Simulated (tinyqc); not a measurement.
Peierls distortion of a half-filled chain: one step. Energy at a trial distortion. Four cases, with inputs chosen for the exercise.

Problem. Use the mesh x_j = (j + 1/2) pi/(2N), j = 0 .. N-1, and also the elliptic integral.

Atoms move by +/- u, so bonds change by -/+ 2u and hoppings are t +/- 2 al u. Bands E = -/+ sqrt((2 t cos x)^2 + D^2 sin^2 x) with D = 4 al u, x = k a in (0, pi/2); the gap is 2D. Energy per atom at zero temperature: E(u) = -mean_x sqrt(...) + 2 K u^2; exactly, the mean is (4t/pi) E(1 - z^2), z = D/2t, E the complete elliptic integral of the second kind with parameter m. Coupling lambda = 2 al^2/(pi t K).

Give: D; |E| on the mesh; band energy on the mesh; elastic energy; total, exact; exact E(u) - E(0).

Case 1.

Values chosen: t = 2 eV (hopping of the even chain); al = 4.7 eV/angstrom (change of hopping with bond length); K = 42.7 eV/angstrom^2 (spring constant of a bond); u = 0.046 angstrom (trial shift of alternate atoms); N = 3 (k points).

Solution.

D = 0.8648 eV

|E| on the mesh (eV): [3.8702, 2.8938, 1.3303]

band energy on the mesh = -2.6981 eV
elastic energy = 0.1807 eV
total, exact = -2.5116 eV
exact E(u) - E(0) = 0.0348 eV

This distortion raises the energy; the mesh errs by -5.73 meV.

Case 2.

Values chosen: t = 2.5 eV (hopping of the even chain); al = 4.3 eV/angstrom (change of hopping with bond length); K = 27.4 eV/angstrom^2 (spring constant of a bond); u = 0.018 angstrom (trial shift of alternate atoms); N = 5 (k points).

Solution.

D = 0.3096 eV

|E| on the mesh (eV): [4.9387, 4.4572, 3.5423, 2.2867, 0.8398]

band energy on the mesh = -3.2129 eV
elastic energy = 0.0178 eV
total, exact = -3.1878 eV
exact E(u) - E(0) = -0.0047 eV

This distortion lowers the energy; the mesh errs by -7.43 meV.

Case 3.

Values chosen: t = 2.26 eV (hopping of the even chain); al = 6.4 eV/angstrom (change of hopping with bond length); K = 61.4 eV/angstrom^2 (spring constant of a bond); u = 0.013 angstrom (trial shift of alternate atoms); N = 2 (k points).

Solution.

D = 0.3328 eV

|E| on the mesh (eV): [4.1779, 1.7568]

band energy on the mesh = -2.9674 eV
elastic energy = 0.0208 eV
total, exact = -2.8841 eV
exact E(u) - E(0) = -0.0066 eV

This distortion lowers the energy; the mesh errs by -62.53 meV.

Case 4.

Values chosen: t = 2.21 eV (hopping of the even chain); al = 5 eV/angstrom (change of hopping with bond length); K = 26.3 eV/angstrom^2 (spring constant of a bond); u = 0.034 angstrom (trial shift of alternate atoms); N = 2 (k points).

Solution.

D = 0.6800 eV

|E| on the mesh (eV): [4.0918, 1.8044]

band energy on the mesh = -2.9481 eV
elastic energy = 0.0608 eV
total, exact = -2.8456 eV
exact E(u) - E(0) = -0.0317 eV

This distortion lowers the energy; the mesh errs by -41.74 meV.

Computed by tinyqc, one run a case: `OMP_NUM_THREADS=1 python tinyqc.py N N+1 out.jsonl` with N = 1652560, 1652665, 1680020, 1680489; one thread of a shared Intel(R) Xeon(R) Processor @ 2.30GHz, about 0.1 s a run at most.
